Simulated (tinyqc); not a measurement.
# Changing the growth temperature T

Model: out-diffusion of a doped substrate or buried layer into a growing epitaxial film. Computed by tinyqc, a small Python program. Command: `OMP_NUM_THREADS=1 python tinyqc.py 3010731 3010732 out.jsonl buried sweep`. One thread of a shared host (Intel(R) Xeon(R) Processor @ 2.30GHz), about 0.01 s of CPU time with the checks.

x is counted from the original substrate surface into the film, whose surface moves as x = v t. Substrate dopant has one diffusivity; the dopant of the film is taken as uniform.

Inputs (values chosen for the exercise, modelled on boron in silicon): prefactor D0 = 0.937 cm^2/s; activation energy E = 3.5 eV; substrate concentration C_s = 3.2e+19 1/cm^3; film doping C_e = 4.9e+16 1/cm^3; growth rate v = 0.37 um/min; film thickness d = 2.1 um; autodoping level at the start, as a share of C_s = 2e-05; decay length of autodoping = 0.21 um; later thermal budget (Dt)2 = 1.7e-10 cm^2.

Film doping: opposite type.

Constants: k_B = 8.617333262e-05 eV/K.

Method:
- D = D0 exp(-E/(k_B T)); growth time t = d/v; l = 2 sqrt(D t); growth number G = v t/l = d/l; 1 um = 1e-4 cm.
- Temperatures in kelvin are T(C) + 273.15.
- After growth and the later budget: l2 = 2 sqrt(D t + (Dt)2); C(x) = (C_s/2) erfc(x/l2) + share x C_s exp(-x/decay length) for x > 0 (autodoping taken as unchanged by the later budget). The transition x_t solves C(x) = C_e, the metallurgical junction.
- Usable film = d - x_t. Also give x_t for the erfc term alone, after growth and after the later budget.

One run for each value; columns: (1) growth temperature T (C); (2) x_t after growth, erfc alone (um); (3) x_t after the later budget, erfc alone (um); (4) x_t with autodoping (um); (5) growth number G:
```
(1)       (2)      (3)      (4)     (5)
900   0.02270  0.54653  0.54658  193.70
950   0.04607  0.54799  0.54805   95.46
1000  0.08842  0.55317  0.55322   49.73
1075  0.21476  0.58677  0.58682   20.48
1100  0.28253  0.61481  0.61486   15.56
1125  0.36805  0.65851  0.65855   11.95
1150  0.47503  0.72376  0.72379    9.26
1200  0.77101  0.94479  0.94480    5.70
```

Give the missing row, growth temperature T (C) = 1050.

Computed row; columns: (1) growth temperature T (C); (2) x_t after growth, erfc alone (um); (3) x_t after the later budget, erfc alone (um); (4) x_t with autodoping (um); (5) growth number G:
```
(1)       (2)      (3)      (4)    (5)
1050  0.16157  0.56945  0.56951  27.22
```

Interpolating between the two neighbouring rows (linearly) misses most in growth number G, by 11 %. Over the rows, x_t after growth, erfc alone (um) rises from 0.0227 to 0.771; x_t after the later budget, erfc alone (um) rises from 0.547 to 0.945; x_t with autodoping (um) rises from 0.547 to 0.945. At low T the later budget or autodoping sets the transition, so colder growth stops helping.

Caution (all rows): the substrate doping is comparable to or above the intrinsic density at growth temperature, so the diffusivity may be higher on that side.
